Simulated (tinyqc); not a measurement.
From results back to parameters: Koster-Slater impurity in an sp3s* host.

Problem. In the Koster-Slater model a defect shifts the s level of its site by Vs and the p levels by Vp; an A1 level solves 1/Vs = G_s(E) and a T2 level 1/Vp = G_p(E), E from the top of the valence band. A defect has an A1 level at E = 0.1943 eV, one of the energies of the table, and a T2 level at 1.3604 eV.

G(E) of the host (1/eV):
```
E (eV),G_s,G_p
0.0000,0.0296984,0.2346958
0.1943,0.0216725,0.1772790
0.3887,0.0125507,0.1411420
0.5830,0.0018209,0.1128668
0.7774,-0.0113027,0.0883053
0.9717,-0.0281377,0.0652765
1.1661,-0.0511314,0.0420141
1.3604,-0.0855381,0.0162848
1.5548,-0.1457876,-0.0164256
```

Find: Vs, Vp.

Solution. Read G_s and G_p at the two energies and invert them. Vs is repulsive and pushes its level up from the valence bands. Vp is repulsive and pushes its level up from the valence bands.

Vs, Vp (eV): 46.1  61.4

Run: tinyqc, `OMP_NUM_THREADS=1 python tinyqc.py 1450161 1450162 out.jsonl`; Intel(R) Xeon(R) Processor @ 2.30GHz, one thread, shared host; about 0.06 s of CPU time with all checks.
